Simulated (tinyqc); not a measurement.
AlGaN/GaN HEMT, charge control with polarisation charge: one step of the calculation.

A two-dimensional electron gas of density ns under a barrier. EF and the subbands are counted from the conduction-band edge of the channel at the interface. Two subbands of a triangular well with an infinite wall, parabolic band, no carriers in the barrier.

Task. New ns. F = q (eta ns + Nb)/(eps0 ec) in eV/nm; E_k = a_k (C F^2/me)^(1/3), a_0 = 2.338107, a_1 = 4.087949, C = hbar^2/(2 m0); D = me m0 q/(pi hbar^2); ns = D Vt [ln(1 + exp((EF - E_0)/Vt)) + ln(1 + exp((EF - E_1)/Vt))], which gives EF = E_0 + Vt ln{2 s/[(1 + u) + sqrt((1 + u)^2 + 4 u s)]} with s = exp(ns/(D Vt)) - 1, u = exp((E_0 - E_1)/Vt). Substitution: ns(new) = eps0 eb (Vg - Voff - EF)/(q d) - Nb.

Parameters, values chosen for the exercise; material values close to those of AlGaN on GaN:
```
symbol,value,unit,meaning
T,300,K,temperature
d,15,nm,barrier thickness
me,0.21,m0,electron mass in the channel
ec,9.33,,relative permittivity of the channel
eta,0.5,,share of ns that counts in the confining field
Nb,2.5e10,cm^-2,depletion charge of the buffer
Vg,-3.54,V,gate voltage
```

Constants: q = 1.602176634e-19 C, kB = 1.380649e-23 J/K, hbar = 1.054571817e-34 J s, m0 = 9.1093837015e-31 kg, Vt = kB T/q, eps0 = 8.8541878128e-14 F/cm where lengths are in cm, hbar^2/(2 m0) = 0.0380998212 eV nm^2. Results are converted to the units shown.

ns after iteration 1 = 6.5573491e12 cm^-2
eb = 9.1487000
Voff = -5.7003749 V

Find: E_0; E_1; EF; ns after iteration 2.

Result.

E_0 = 0.2119 eV
E_1 = 0.3706 eV
EF = 0.2843 eV
ns after iteration 2 = 6.299e12 cm^-2

Computed by the program tinyqc: `OMP_NUM_THREADS=1 python tinyqc.py 2180163 2180164 out.jsonl`, one thread of a shared Intel Xeon 2.30GHz, about 0.01 s for the whole run.
